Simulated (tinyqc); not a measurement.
What each parameter does: inversion layer as a triangular well, valleys of the Si type.

Six ellipsoidal valleys with their long axes along the cube axes, mass ml along the axis and mt across it. For a valley whose axis makes the angle theta with the surface normal, 1/m_z = cos^2(theta)/ml + sin^2(theta)/mt sets the confinement; in the plane the masses are m_1 = mt and m_2 = ml mt/m_z, and m_d = sqrt(m_1 m_2).

The field is taken as constant, e F = 4 pi (e^2/4 pi eps0)(Nd + eta Ns)/eps, with 1e12/cm^2 = 1e-4/angstrom^2, and the oxide as a hard wall at z = 0; c = hbar^2/2m0.

Level j of a valley lies at E_j = a_j (c (e F)^2/m_z)^(1/3) above the band edge at the surface, with the Airy zeros a_j = 2.338107, 4.087949, 5.520560, 6.786708, 7.944134, 9.022651, 10.040174, 11.008524, 11.936016, 12.828777, and has <z> = 2 E_j/(3 e F).

Subband i holds n_i = g m_d/(2 pi c) kB T ln(1 + exp((EF - E_i)/kB T)) (spin included), and EF is fixed by sum n_i = Ns over the levels listed or, where none are listed, over j = 0 to 9 of each group; 1e12/cm^2 = 1e-4/angstrom^2.

Constants: hbar^2/2m0 = 3.80998211 eV angstrom^2; e^2/(4 pi eps0) = 14.39964547 eV angstrom; kB = 8.617333262e-05 eV/K.

Inputs chosen for the exercise (near those of Si; not measured data):
- ml = 0.903 m0 (longitudinal mass)
- mt = 0.187 m0 (transverse mass)
- eps = 11.9 (dielectric constant)
- Nd = 0.19 x 1e12/cm^2 (depletion charge)
- eta = 0.75 (share of Ns in the effective field)
- face = 110 (surface)
- Ns = 9.9 x 1e12/cm^2 (electron sheet density)
- T = 300 K (temperature)

Field, ladders and EF anew.

Results for these values:
```
case,lowest E (eV),EF (eV),share of lowest (%),<z> (angstrom)
base,0.2762,0.2734,89.3,16.22
```

What happens to each result for ml = 0.993 m0, all else kept?

Answer: lowest E falls from 0.2762 to 0.2748; EF falls from 0.2734 to 0.2708; share of lowest rises from 89.3 to 89.8; <z> falls from 16.22 to 16.13.

The same for each parameter in turn:
```
case,lowest E (eV),EF (eV),share of lowest (%),<z> (angstrom)
base,0.2762,0.2734,89.3,16.22
Ns = 19.8 x 1e12/cm^2,0.4348,0.4622,94.4,12.80
Nd = 0.38 x 1e12/cm^2,0.2808,0.2781,89.5,16.08
T = 260 K,0.2762,0.2790,91.3,16.16
ml = 0.993 m0,0.2748,0.2708,89.8,16.13
mt = 0.206 m0,0.2690,0.2639,88.4,15.81
eps = 10.7,0.2965,0.2942,90.5,15.62
```

(tinyqc, `OMP_NUM_THREADS=1 python tinyqc.py 1250317 1250318 out.jsonl`, Intel(R) Xeon(R) Processor @ 2.30GHz, 1 thread, shared host, about 0.04 s.)
